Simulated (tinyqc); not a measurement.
# Thermionic emission over a Gaussian spread of barriers: effect of the spread

Metal on an n-type semiconductor with one parabolic valley; V > 0 is forward bias (metal positive). Patches of barrier height b are spread as a Gaussian with mean phi - r2 V and variance sg^2 + r3 V; each carries A* T^2 exp(-b/Vt) [exp(V/Vt) - 1].

A* = 4 pi q me m0 kB^2/h^3 (times 1e-4 for A/(cm^2 K^2)). At zero bias the mean of exp(-b/Vt) gives phi_ap(0) = phi - sg^2/(2 Vt), J0 = A* T^2 exp(-phi_ap(0)/Vt), and the current is centred on b = phi - sg^2/Vt.

Values chosen for this exercise; band and dielectric values those of a made-up semiconductor: temperature T = 300 K; electron mass me = 0.0888 m0; barrier height seen from the metal phi = 0.98 eV.

Constants: q = 1.602176634e-19 C, kB = 1.380649e-23 J/K, h = 6.62607015e-34 J s, m0 = 9.1093837015e-31 kg, Vt = kB T/q. Results are converted to the units shown.

Result of one run:
```
sg (eV)  phi_ap(0) (eV)  J0 (A/cm^2)  barrier that carries most current (eV)
0.084           0.84353    6.4829e-9                                 0.70706
```

What becomes of these results when the standard deviation of the barrier heights sg is changed from 0.084 to 0.1 eV, all else the same?

Result of the changed run:
```
sg (eV)  phi_ap(0) (eV)  J0 (A/cm^2)  barrier that carries most current (eV)
0.1             0.78659    5.8656e-8                                 0.59318
```

The whole series:
```
sg (eV)  phi_ap(0) (eV)  J0 (A/cm^2)  barrier that carries most current (eV)
0.02            0.97226   4.4581e-11                                 0.96453
0.036           0.95493   8.7151e-11                                 0.92987
0.052           0.92770   2.4989e-10                                 0.87540
0.068           0.89057    1.0509e-9                                 0.80114
0.084           0.84353    6.4829e-9                                 0.70706
0.1             0.78659    5.8656e-8                                 0.59318
0.116           0.71975    7.7841e-7                                 0.45950
```

The apparent barrier falls from 0.972 to 0.720 eV, by sg^2/(2 Vt), and J0 grows by a factor of 17500 over the table. The lowering equals Vt at sg = sqrt(2) Vt = 0.0366 eV. In 3 of the 7 rows sg exceeds 3 Vt, so the current comes from more than three deviations below the mean, a tiny share of the area that a Gaussian of independent patches describes poorly.

tinyqc, about 0.01 s, one thread, Intel Xeon 2.30GHz (shared host): `OMP_NUM_THREADS=1 python tinyqc.py 2640070 2640071 out.jsonl`
